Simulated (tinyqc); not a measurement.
Three regimes over temperature: precursor delivery and alloy composition in metal-organic vapour-phase epitaxy. Computed by tinyqc, a small Python program. Command: `OMP_NUM_THREADS=1 python tinyqc.py 3017552 3017553 out.jsonl movpe walk`. One thread of a shared host (Intel(R) Xeon(R) Processor @ 2.30GHz), about 0.01 s of CPU time with the checks.

Carrier gas leaves each bubbler saturated. Group-III species cross a boundary layer and react at the surface; element 2 can also desorb. The film is (1)_(1-x) (2)_x V with a zinc-blende cell.

Inputs (values chosen for the exercise, close to those used for InGaP from TEGa and TMIn):

| quantity | value | unit |
|---|---|---|
| source 1: a in log10(p/torr) = a - b/T | 8.08 | - |
| source 1: b | 2162 | K |
| source 1: bath temperature | 21 | C |
| source 1: carrier flow | 21 | sccm |
| source 2: a | 10.52 | - |
| source 2: b | 3014 | K |
| source 2: bath temperature | 25 | C |
| source 2: carrier flow | 250 | sccm |
| bubbler pressure p_b | 600 | torr |
| group-V hydride flow | 180 | sccm |
| total flow | 10 | slm |
| reactor pressure p | 100 | torr |
| diffusivity D0 at 273.15 K and 760 torr | 0.32 | cm^2/s |
| boundary layer delta | 1.3 | cm |
| prefactor of the surface rate k_s | 2.3e+13 | cm/s |
| energy of k_s | 1.83 | eV |
| prefactor of the loss of element 2 | 2e+15 | layers/s |
| energy of the loss | 3.09 | eV |
| lattice constant a | 5.65 | angstrom |

Constants: k_B = 1.380649e-23 J/K; k_B = 8.617333262e-05 eV/K.

Method:
- Temperatures in kelvin are T(C) + 273.15.
- Vapour pressure p_v = 10^(a - b/T); precursor flow = carrier flow x p_v/(p_b - p_v); 1 sccm = 44.615 micromol/min; V/III = hydride flow over the sum of both; gas share x_g = F2/(F1 + F2).
- Partial pressure p_i = p F_i/(44615 x total flow in slm); density n_i = p_i/(k_B T), 1 torr = 133.322 Pa; D = D0 (T/273.15)^1.75 (760/p), h = D/delta, the same for both; k_s = prefactor x exp(-energy/(k_B T)); arrival J_i = n_i/(1/h + 1/k_s); in layers per second g_i = J_i a^2/2 (two group-III sites per a^2 on (001)).
- Loss of element 2 is r x with r = prefactor x exp(-energy/(k_B T)). Then x = (g2 - r x)/(g1 + g2 - r x), or r x^2 - (g1 + g2 + r) x + g2 = 0, smaller root; growth rate G = g1/(1 - x) layers/s; one layer is a/2 thick, 1 angstrom/s = 0.36 um/h.

molar flows (micromol/min): F1 8.46179, F2 48.0987

gas share x_g = 0.850394

Growth:

| T (C) | k_s/h | r (layers/s) | x | G (um/h) |
|---|---|---|---|---|
| 450 | 3.9457e-01 | 5.8371e-07 | 0.85039 | 0.7992 |
| 500 | 2.3447e+00 | 1.4417e-05 | 0.85039 | 2.0820 |
| 550 | 1.1144e+01 | 2.4118e-04 | 0.85038 | 2.8564 |
| 600 | 4.4039e+01 | 2.9222e-03 | 0.85027 | 3.1789 |
| 650 | 1.4915e+02 | 2.7021e-02 | 0.84935 | 3.3465 |
| 700 | 4.4344e+02 | 1.9881e-01 | 0.84279 | 3.3510 |
| 750 | 1.1800e+03 | 1.2036e+00 | 0.79613 | 2.6869 |
| 800 | 2.8551e+03 | 6.1606e+00 | 0.44317 | 1.0201 |
| 850 | 6.3621e+03 | 2.7267e+01 | 0.11767 | 0.6662 |

G peaks at 700 C among these rows. Between the first rows the apparent energy is 0.92 eV, against 1.83 eV for k_s, as control is already mixed; k_s passes h between 450 and 500 C, well above which G depends weakly on T until desorption sets in. Among these rows x stays within 2 % of x_g up to 700 C and then falls, to 0.12 in the last row, as element 2 desorbs. Caution: in these rows, too, a is fixed and both precursors share one D and k_s.

Extremes, crossings and ranges named in words are read from the listed rows.
